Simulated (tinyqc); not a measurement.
## On-chip interconnect, size-dependent resistivity and RC delay: course in time

A rectangular line between two neighbours and two ground planes. Surface and grain-boundary scattering are added to the bulk resistivity as corrections; capacitances are parallel-plate values without fringing; inductance is ignored.

5 equal pi sections: series Rs = r Lw/5; node capacitances c Lw/5, halved at nodes 0 and 5, with Cl added to node 5; Rd feeds node 0. Elmore delay of node k: the sum, over the resistors on the path to k, of resistance times all capacitance downstream of it.

A 1 V step is applied behind Rd at t = 0. C dv/dt = -G v + b, with G the conductance matrix of the ladder (1/Rs between neighbours, 1/Rd added at node 0) and b = (1 V/Rd, 0, ...). Trapezoidal step: (C/dt + G/2) v(new) = (C/dt - G/2) v + b. The last column solves the same ladder exactly by its modes.

Values chosen for this exercise: driver resistance Rd = 310 ohm; time step dt = 0.016 ps.

Rs = 1.93477 ohm

| node | C (fF) |
|---|---|
| 0 | 0.0274480 |
| 1 | 0.0548960 |
| 2 | 0.0548960 |
| 3 | 0.0548960 |
| 4 | 0.0548960 |
| 5 | 0.147448 |

Voltages (V):

| t (ps) | node 0 | node 2 | node 5 | node 5, exact |
|---|---|---|---|---|
| 0.01600 | 0.1469 | 0.1276 | 0.1110 | 0.1159 |
| 0.03200 | 0.2266 | 0.2279 | 0.2276 | 0.2229 |
| 0.04800 | 0.3421 | 0.3259 | 0.3135 | 0.3169 |
| 0.06400 | 0.4017 | 0.4040 | 0.4033 | 0.3996 |
| 0.08000 | 0.4928 | 0.4790 | 0.4698 | 0.4722 |
| 0.09600 | 0.5369 | 0.5399 | 0.5391 | 0.5361 |
| 0.1120 | 0.6092 | 0.5973 | 0.5906 | 0.5922 |
| 0.1280 | 0.6414 | 0.6449 | 0.6439 | 0.6416 |
| 0.1440 | 0.6990 | 0.6887 | 0.6838 | 0.6849 |
| 0.1600 | 0.7222 | 0.7260 | 0.7249 | 0.7230 |
| 0.1760 | 0.7684 | 0.7593 | 0.7559 | 0.7566 |
| 0.1920 | 0.7846 | 0.7887 | 0.7875 | 0.7860 |

What does the table show?

The far end of the ladder reaches 0.5 V at 0.08671 ps, 0.695 of its Elmore delay (ln 2 = 0.693 for a single pole); the slowest mode has a time constant of 0.1241 ps. The largest error of the trapezoidal steps at that node is 4.9 mV.

Computed by the program tinyqc: `OMP_NUM_THREADS=1 python tinyqc.py 2100124 2100125 out.jsonl`, one thread of a shared Intel Xeon 2.30GHz, about 0.01 s for the whole run.
